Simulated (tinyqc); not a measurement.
# Random telegraph noise from one oxide trap in a small MOSFET: effects of single changes

An acceptor-like trap exchanges electrons with the channel. Inversion charge Q = Cox u, u = n Vt W0(exp((Vg - VT)/(n Vt))), W0 the Lambert function, n = nf, Cox = eps0 eox/tox; linear regime Id = (W/L) mu Q Vd. Relative to threshold the surface potential rises by Vt ln(u/u0) and the oxide voltage by the rest of Vg - VT, with u0 = n Vt W0(1).

Parameters, values chosen for the exercise; values of the order met in silicon transistors: temperature T = 350 K; relative permittivity of the gate insulator (close to silicon dioxide) eox = 3.9; insulator thickness tox = 2 nm; depth of the trap from the channel interface xt = 0.43 nm; trap level above the channel Fermi level at threshold E0 = 0.02 eV; capture prefactor s0 = 4e-16 cm^2; capture barrier (lattice relaxation) EB = 0.42 eV; tunnelling decay length lt = 0.13 nm; thermal velocity vth = 1.4e7 cm/s; thickness of the inversion layer zi = 2.1 nm; threshold voltage VT = 0.55 V; body factor nf = 1.36; gate width W = 170 nm; gate length L = 36 nm; mobility mu = 150 cm^2/(V s); scattering coefficient of the charged trap asc = 4e-16 V s; drain voltage Vd = 0.05 V; gate voltage Vg = 0.6 V.

Constants: q = 1.602176634e-19 C, kB = 1.380649e-23 J/K, Vt = kB T/q, eps0 = 8.8541878128e-14 F/cm where lengths are in cm. Results are converted to the units shown.

Each table varies one quantity; the others keep the values above.

## Time constants and noise against gate voltage

N = Cox u/q; dpsi = Vt ln(u/u0); E = E0 - dpsi - (xt/tox)(Vg - VT - dpsi); capture time tc = 1/[(N/zi) vth s0 exp(-xt/lt - EB/Vt)]; emission time te = tc exp(-E/Vt); occupancy te/(tc + te). A = W L; threshold step dV = q (1 - xt/tox)/(Cox A); gm/Id = 1/(u + n Vt); relative step dI/I = (gm/Id) dV + asc mu/A. fc = (1/tc + 1/te)/(2 pi); rms = (dI/I) sqrt(tc te)/(tc + te).

Time constants and noise against gate voltage:
```
Vg (V),E (eV),tc (s),te (s),occupancy,dI/I (%),fc (Hz),rms dI/I (%)
0.35,0.1652,0.3417,0.001429,0.004164,2.978,111.8,0.1918
0.41,0.1182,0.08109,0.001609,0.01945,2.910,100.9,0.4019
0.47,0.07292,0.02062,0.001838,0.08183,2.676,94.31,0.7336
0.53,0.03208,0.006337,0.002187,0.2566,2.159,97.88,0.9428
0.59,-0.001733,0.002620,0.002775,0.5144,1.558,118.1,0.7787
0.65,-0.02927,0.001412,0.003726,0.7252,1.123,155.4,0.5011
0.71,-0.05264,9.070e-4,0.005196,0.8514,0.8513,206.1,0.3028
0.77,-0.07344,6.498e-4,0.007418,0.9195,0.6805,266.4,0.1852
0.83,-0.09258,4.993e-4,0.01075,0.9556,0.5675,333.5,0.1169
```

What does the comparison show?

tc falls from 0.342 to 4.99e-4 s as the channel fills and te rises from 0.00143 to 0.0108 s; they are equal at Vg = 0.587 V, where E = 0. The rms noise goes from 0.192 through a maximum of 0.943 (at Vg = 0.53 V among the rows listed) to 0.117 %. The slope -Vt d ln(tc/te)/dVg is 0.783 between the first two rows and 0.319 between the last two; it tends to xt/tox = 0.215 only when the surface potential stops moving.

## Effect of the depth of the trap from the channel interface

Same model as above.

Effect of the depth of the trap from the channel interface:
```
xt (nm),E (eV),tc (s),te (s),occupancy,dI/I (%),fc (Hz),rms dI/I (%)
0.1,-0.001803,1.837e-4,1.950e-4,0.5149,1.760,1682,0.8798
0.3,-0.004771,8.556e-4,0.001002,0.5395,1.585,344.8,0.7903
0.5,-0.007739,0.003985,0.005150,0.5638,1.410,70.84,0.6995
0.7,-0.01071,0.01856,0.02647,0.5878,1.235,14.59,0.6081
0.9,-0.01368,0.08644,0.1360,0.6115,1.060,3.011,0.5169
1.1,-0.01664,0.4026,0.6990,0.6346,0.8855,0.6230,0.4264
1.3,-0.01961,1.875,3.592,0.6571,0.7105,0.1292,0.3373
```

What does the comparison show?

As xt goes from 0.1 to 1.3, tc rises from 1.84e-4 to 1.87 s, te rises from 1.95e-4 to 3.59 s and dI/I falls from 1.76 to 0.711 %. tc grows a decade every lt ln 10 = 0.299 nm of depth; traps spread evenly in depth therefore give corner frequencies spread evenly on a log scale, whose sum is 1/f noise if the traps contribute equal variances.

Range of the model: VT is taken as given; short-channel effects and the uneven flow of current among few electrons are left out.

Numbers from tinyqc (`OMP_NUM_THREADS=1 python tinyqc.py 2710007 2710008 out.jsonl`; about 0.01 s on one thread of a shared Intel Xeon 2.30GHz).
